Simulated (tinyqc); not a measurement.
# Conduction-band offset of an n-N heterojunction from carrier-profile moments: two studies

Layer 1 (x < 0) accumulates electrons and layer 2 (x > 0) is depleted. Boltzmann statistics. The bands bend down by V1 in layer 1 and up by V2 in layer 2, with V1 + V2 = VD = dE + Vt ln[(N2/Nc2)/(N1/Nc1)].

Parameters, values chosen for the exercise; values of the order of III-V alloys:
```
symbol   value   unit                                      meaning
T          200      K                                  temperature
eps_r     12.4                relative permittivity of both layers
Nc1     6.5e17  cm^-3  density of states of the narrow-gap layer 1
Nc2     1.4e18  cm^-3    density of states of the wide-gap layer 2
dE        0.25     eV                       conduction-band offset
N1      1.8e16  cm^-3                     donor density in layer 1
N2      5.3e16  cm^-3                     donor density in layer 2
si           0  cm^-2                fixed charge at the interface
```

Constants: q = 1.602176634e-19 C, kB = 1.380649e-23 J/K, Vt = kB T/q, eps0 = 8.8541878128e-14 F/cm where lengths are in cm. Results are converted to the units shown.

Each table varies one quantity; the others keep the values above.

## Effect of the doping of the wide-gap layer

Sheet densities from the first integral: Q1 = sqrt((2 eps0 eps_r Vt N1/q)(exp(u1) - u1 - 1)) extra electrons, Q2 = sqrt((2 eps0 eps_r Vt N2/q)(exp(-u2) + u2 - 1)) missing ones, u = V/Vt; neutrality Q1 = Q2 + si.

Result of one run:

| N2 (cm^-3) | VD (V) | V1 (V) | Q1 (cm^-2) | n(0-)/Nc1 |
|---|---|---|---|---|
| 3.4e16 | 0.2477 | 0.05438 | 2.865e11 | 0.6496 |

What becomes of these results when the donor density in layer 2 N2 is changed from 3.4e16 to 1e16 cm^-3, all else the same?

Result of the changed run:

| N2 (cm^-3) | VD (V) | V1 (V) | Q1 (cm^-2) | n(0-)/Nc1 |
|---|---|---|---|---|
| 1e16 | 0.2266 | 0.03731 | 1.536e11 | 0.2413 |

The whole series:

| N2 (cm^-3) | VD (V) | V1 (V) | Q1 (cm^-2) | n(0-)/Nc1 |
|---|---|---|---|---|
| 3e15 | 0.2059 | 0.02378 | 8.234e10 | 0.1101 |
| 5.5e15 | 0.2163 | 0.03013 | 1.129e11 | 0.1591 |
| 1e16 | 0.2266 | 0.03731 | 1.536e11 | 0.2413 |
| 1.9e16 | 0.2377 | 0.04592 | 2.132e11 | 0.3975 |
| 3.4e16 | 0.2477 | 0.05438 | 2.865e11 | 0.6496 |
| 6.4e16 | 0.2586 | 0.06413 | 3.943e11 | 1.144 |
| 1.2e17 | 0.2695 | 0.07422 | 5.411e11 | 2.054 |
| 2.2e17 | 0.2799 | 0.08421 | 7.336e11 | 3.668 |

Q1 rises from 8.23e10 to 7.34e11 cm^-2, as N2^(0.51) over the table, while VD grows by Vt ln 10 a decade and the share V1/VD rises from 0.116 to 0.301. For N2 = 3.4e16, 6.4e16, 1.2e17, 2.2e17 n(0-) nears or passes Nc1, where degeneracy and quantisation lower Q1.

## An error in the interface position

A C-V profile smears n(x) but keeps its zeroth and first moments: si = -int (N - n) dx, VD = (q/(eps0 eps_r)) int (N - n) x dx, dE = VD - Vt ln[(N2/Nc2)/(N1/Nc1)]. With the step of N placed at xi and the moment taken about xi, VD changes by (q/(eps0 eps_r)) [si xi + (N2 - N1) xi^2/2] and si by (N2 - N1) xi.

An error in the interface position:

| xi (nm) | error of si (cm^-2) | error of dE (meV) |
|---|---|---|
| -30 | -1.050e11 | 22.98 |
| -22.5 | -7.875e10 | 12.93 |
| -15 | -5.250e10 | 5.746 |
| -7.5 | -2.625e10 | 1.436 |
| 0 | 0 | 0 |
| 7.5 | 2.625e10 | 1.436 |
| 15 | 5.250e10 | 5.746 |
| 22.5 | 7.875e10 | 12.93 |
| 30 | 1.050e11 | 22.98 |

Among the rows the error of dE lies between 0 and 23.0 meV, quadratic in xi, since without interface charge the first-order term vanishes; the error of si is linear, 3.50e9 cm^-2 a nanometre.

Computed by the program tinyqc: `OMP_NUM_THREADS=1 python tinyqc.py 2410056 2410057 out.jsonl`, one thread of a shared Intel Xeon 2.30GHz, about 0.08 s for the whole run.
